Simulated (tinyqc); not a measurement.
Worked calculation: band offset of a heterojunction with an interface dipole (two-band chains, self-consistent charge). Values are carried at full precision from step to step, so a last printed digit may differ when a step is redone from the rounded ones.

Sites alternate A, C. Left: A at -G1/2, C at +G1/2, hopping -t1; right: A at D - G2/2, C at D + G2/2, hopping -t2; the bonds across the two interfaces of a ring (C left to A right, C right to A left) have -sqrt(t1 t2). D is the offset of the mid-gaps, so Ev(right) - Ev(left) = D - (G2 - G1)/2 and Ec(right) - Ec(left) = D + (G2 - G1)/2. The closing bond has its sign reversed (antiperiodic ring). Half the levels are filled with two electrons each. The charge moved is q = (electrons on the left) less one a site; the mean over the two interfaces, q/2, is taken as the charge that crosses each, and its dipole opposes the offset: D = D0 - u q/2.

Inputs chosen for the exercise (gaps near those of Si and Ge; the chains and D0 are free models, so the offsets are not those of the real pair; the results hold for these values, not for the real material): G1 = 1.15 eV (gap on the left); G2 = 0.73 eV (gap on the right); t1 = 1.68 eV (hopping on the left); t2 = 1.7 eV (hopping on the right); D0 = -0.47 eV (mid-gap of the right side above that of the left, without dipole); n = 3 (cells a side in the small ring); u = 3.3 eV (potential step per electron moved across); mx = 0.5 (mixing).

## The small ring at D = D0

Fill in H.

H (eV), rows AL1, CL1, AL2, CL2, AL3, CL3, AR1, CR1, AR2, CR2, AR3, CR3 and columns alike:
```
[[-0.5750, -1.6800, 0, 0, 0, 0, 0, 0, 0, 0, 0, 1.6900],
 [-1.6800, 0.5750, -1.6800, 0, 0, 0, 0, 0, 0, 0, 0, 0],
 [0, -1.6800, -0.5750, -1.6800, 0, 0, 0, 0, 0, 0, 0, 0],
 [0, 0, -1.6800, 0.5750, -1.6800, 0, 0, 0, 0, 0, 0, 0],
 [0, 0, 0, -1.6800, -0.5750, -1.6800, 0, 0, 0, 0, 0, 0],
 [0, 0, 0, 0, -1.6800, 0.5750, -1.6900, 0, 0, 0, 0, 0],
 [0, 0, 0, 0, 0, -1.6900, -0.8350, -1.7000, 0, 0, 0, 0],
 [0, 0, 0, 0, 0, 0, -1.7000, -0.1050, -1.7000, 0, 0, 0],
 [0, 0, 0, 0, 0, 0, 0, -1.7000, -0.8350, -1.7000, 0, 0],
 [0, 0, 0, 0, 0, 0, 0, 0, -1.7000, -0.1050, -1.7000, 0],
 [0, 0, 0, 0, 0, 0, 0, 0, 0, -1.7000, -0.8350, -1.7000],
 [1.6900, 0, 0, 0, 0, 0, 0, 0, 0, 0, -1.7000, -0.1050]]
```

## Levels and site charges

Diagonalise, fill the lower half with two electrons each, and sum the electrons on the left (L) less one a site.

levels (eV): [-3.7120, -3.4188, -2.7059, -2.6142, -1.2557, -1.1947, 0.6059, 0.8908, 2.1411, 2.2490, 2.9556, 3.2390]

electrons on the sites: AL1 1.2294, CL1 0.6705, AL2 1.2752, CL2 0.6663, AL3 1.2783, CL3 0.6591, AR1 1.2895, CR1 0.7969, AR2 1.2589, CR2 0.8038, AR3 1.2565, CR3 0.8155

q = -0.2212 electrons

Electrons move to the right, the side whose mid-gap lies lower.

## Self-consistent offset

From here on the ring has 24 cells a side.

Start at D = D0; D(out) = D0 - u q(D)/2; D(new) = D + mx (D(out) - D); stop when |D(out) - D| < 1e-7 eV.

Iterations:
```
i    D (eV)         q  D(out) (eV)  D(out) - D
0  -0.47000  -0.28090     -0.00652       0.463
1  -0.23826  -0.13777     -0.24268    -0.00442
2  -0.24047  -0.13908     -0.24053   -5.42e-05
3  -0.24050  -0.13909     -0.24050   -6.55e-07
4  -0.24050  -0.13909     -0.24050   -7.93e-09
```

D = -0.2405 eV

Converged at i = 4: the dipole removes 49 % of the starting offset.

## Linear response

chi = (q(+h) - q(-h))/(2h) at D = 0 with h = 0.01 eV; S = 1/(1 + u chi/2); linear estimate D = S D0.

chi = 0.57193 1/eV
S = 0.5145
linear estimate of D = -0.2418 eV

The self-consistent value is -0.2405 eV, +1.3 meV from the estimate. At D = 0 no net charge crosses: the mid-gaps are the neutrality levels of these symmetric chains.

## The line-up

Ev(right) - Ev(left) = D - (G2 - G1)/2 and Ec(right) - Ec(left) = D + (G2 - G1)/2, for D0, for the self-consistent D and for D = 0. Type I: the offsets have opposite signs; type III: one valence edge lies above the other conduction edge; else type II.

Offsets (eV):
```
case                            D  valence  conduction                 type
no dipole                  -0.470   -0.260      -0.680  type II (staggered)
self-consistent            -0.240   -0.030      -0.450  type II (staggered)
neutrality levels aligned   0.000    0.210      -0.210  type I (straddling)
```

The dipole shifts both offsets alike and leaves the type.

## Checks

- q at D = 0 against zero, as particle-hole symmetry demands: both 0.000000.
- q at the self-consistent D on 24 against 48 cells a side: both -0.1391.

Program tinyqc; command `OMP_NUM_THREADS=1 python tinyqc.py 1480670 1480671 out.jsonl`; about 0.3 s on one thread of a shared Intel(R) Xeon(R) Processor @ 2.30GHz.
